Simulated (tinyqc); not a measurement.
What moves the results: alloy A(1-x)B(x) by interpolation with bowing. A value that a table varies takes the place of the one given here.

Each gap follows E(x) = (1 - x) E_A + x E_B - C x (1 - x); the lattice constant follows Vegard, a(x) = (1 - x) a_A + x a_B.

Mass at Gamma from the Kane formula 1/m = F + Ep (Eg + 2 Dso/3)/(Eg (Eg + Dso)). F is fixed by the masses of A and B and interpolated linearly, as is Ep; Eg and Dso carry their bowing.

Constants: hc = 1239.841984 eV nm.

Values chosen for the exercise (A near Ge, B near Si; the results hold for these values, not for the real material): a = (5.665, 5.436) angstrom (lattice constant of A, B); Eg = (0.888, 4.234) eV (gap at Gamma to the s-like level of A, B); EgX = (0.925, 1.168) eV (gap to the lowest valley along Gamma-X of A, B); EgL = (0.735, 2.1) eV (gap to L of A, B); C = (0.201, 0.234, 0) eV (bowing of the Gamma, X and L gaps); Dso = (0.294, 0.044) eV (spin-orbit splitting of A, B); Ep = (26.1, 21.5) eV (Kane energy of A, B); me = (0.038, 0.1984) m0 (electron mass at Gamma of A, B); Cs = 0 eV (bowing of Dso); x = 0.35 (fraction of B).

## Gaps across the alloy

Eleven compositions.

Gaps (eV):
```
x    a (angstrom)  Gamma      X      L  lowest  wavelength (nm)
0.0        5.6650  0.888  0.925  0.735       L             1687
0.1        5.6421  1.205  0.928  0.872       L             1423
0.2        5.6192  1.525  0.936  1.008       X             1324
0.3        5.5963  1.850  0.949  1.145       X             1307
0.4        5.5734  2.178  0.966  1.281       X             1283
0.5        5.5505  2.511  0.988  1.417       X             1255
0.6        5.5276  2.847  1.015  1.554       X             1222
0.7        5.5047  3.188  1.046  1.690       X             1185
0.8        5.4818  3.533  1.082  1.827       X             1146
0.9        5.4589  3.881  1.123  1.964       X             1104
1.0        5.4360  4.234  1.168  2.100       X             1062
```

What does this show, and why?

The lowest valley changes at x = 0.144 (L to X, gap 0.931 eV). The Gamma gap is monotonic, since its bowing (0.201 eV) is smaller than the difference of the end gaps (3.346 eV); at x = 0.5 bowing lowers it by C/4 = 0.050 eV.

## Three ways to interpolate a mass

Linear in m, linear in 1/m, and the Kane formula.

Masses (m0):
```
x      Eg (eV)  linear in m  linear in 1/m    Kane  Kane m/Eg (1/eV)
0.000    0.888       0.0380         0.0380  0.0380            0.0428
0.125    1.284       0.0580         0.0423  0.0550            0.0428
0.250    1.687       0.0781         0.0476  0.0729            0.0432
0.375    2.096       0.0982         0.0545  0.0919            0.0438
0.500    2.511       0.1182         0.0638  0.1117            0.0445
0.625    2.932       0.1383         0.0768  0.1324            0.0452
0.750    3.360       0.1583         0.0965  0.1539            0.0458
0.875    3.794       0.1784         0.1299  0.1759            0.0464
1.000    4.234       0.1984         0.1984  0.1984            0.0469
```

How do the results move?

At x = 0.5 the three give 0.1182, 0.0638 and 0.1117; judged by the largest distance, the Kane value is closer to the interpolation in m (largest distances 0.0065 m0 from the rule in m, 0.0574 m0 from the rule in 1/m). The ratio m/Eg varies by a factor of 1.10 while the gap varies by 4.77; a constant ratio is the two-band rule m = Eg/Ep at fixed Ep.

## What each parameter does

Gaps at x and the Kane mass. Each row changes one parameter from the base and keeps the others.

Results:
```
case                        Gamma (eV)  X (eV)  L (eV)  mass (m0)
base                            2.0134  0.9568  1.2127     0.0880
x = 0.31                        1.8823  0.9503  1.1582     0.0819
C = (0.301, 0.334, 0.1) eV      1.9906  0.9341  1.1900     0.0870
Eg = (0.932, 4.234) eV          2.0420  0.9568  1.2127     0.0835
EgX = (0.925, 1.11) eV          2.0134  0.9365  1.2127     0.0880
EgL = (0.698, 2.1) eV           2.0134  0.9568  1.1887     0.0880
Ep = (28.7, 23.7) eV            2.0134  0.9568  1.2127     0.0942
Cs = 0.05 eV                    2.0134  0.9568  1.2127     0.0879
```

How do the results move?

The largest shifts from the base row, up to three for each result and ties (the steps differ in size, so this ranks the rows, not the parameters). Gamma (eV): x -0.1311, Eg +0.0286, C -0.0228; unchanged at the printed digits by EgX, EgL, Ep and Cs. X (eV): C -0.0227, EgX -0.0203, x -0.0065; unchanged at the printed digits by Eg, EgL, Ep and Cs. L (eV): x -0.0546, EgL -0.0241, C -0.0228; unchanged at the printed digits by Eg, EgX, Ep and Cs. mass (m0): Ep +0.0062, x -0.0061, Eg -0.0045; unchanged at the printed digits by EgX and EgL.

Computed by tinyqc, a small Python program: `OMP_NUM_THREADS=1 python tinyqc.py 1080029 1080030 out.jsonl` (the numbers bound the seed that draws the inputs); one thread of a shared host (Intel(R) Xeon(R) Processor @ 2.30GHz), about 0.01 s for the whole set of steps.
